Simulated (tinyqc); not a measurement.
Ferroelectric hysteresis, discrete Preisach model: which history is remembered.

16 bistable elements (j, k) switch to +1 when V reaches u_j and to -1 when V falls to -u_k, and keep their state between. P = Ps sum w_jk s_jk. All elements start at -1. No time dependence and no dielectric part.

w_jk is proportional to exp[-(a_j^2 + a_k^2 - 2 cr a_j a_k)/(2 (1 - cr^2))], a_j = (u_j - Vc)/sg, and the weights sum to one. Each row applies its voltages in turn to the starting state.

Values chosen for this exercise:
```
symbol,value,unit,meaning
Ps,38,uC/cm^2,saturation polarisation
Vc,0.95,V,mean coercive voltage
sg,0.51,V,spread of the switching voltages
up,"[0.2, 0.6, 1, 1.4]",V,list of the u_j
cr,0.8,,correlation of up and down voltages
```

Final polarisation:
```
,P (uC/cm^2)
+1.2 V,21.457
"+0.8, -0.4, +1.2 V",21.457
"+1.2, -0.8 V",-9.092
"+1.2, -0.4, +0.4, -0.8 V",-9.092
"+1.6, -0.8, +0.8 V",30.127
+0.8 V,-6.747
```

What do the numbers show?

Rows 1 and 2 agree, and so do rows 3 and 4: a larger excursion wipes out the smaller ones before it. Rows 5 and 6 end at the same voltage yet differ by 36.9 uC/cm^2, because row 5 keeps elements set by the earlier full write that the negative pulse did not reach.

tinyqc, about 0.01 s, one thread, Intel Xeon 2.30GHz (shared host): `OMP_NUM_THREADS=1 python tinyqc.py 2860126 2860127 out.jsonl`
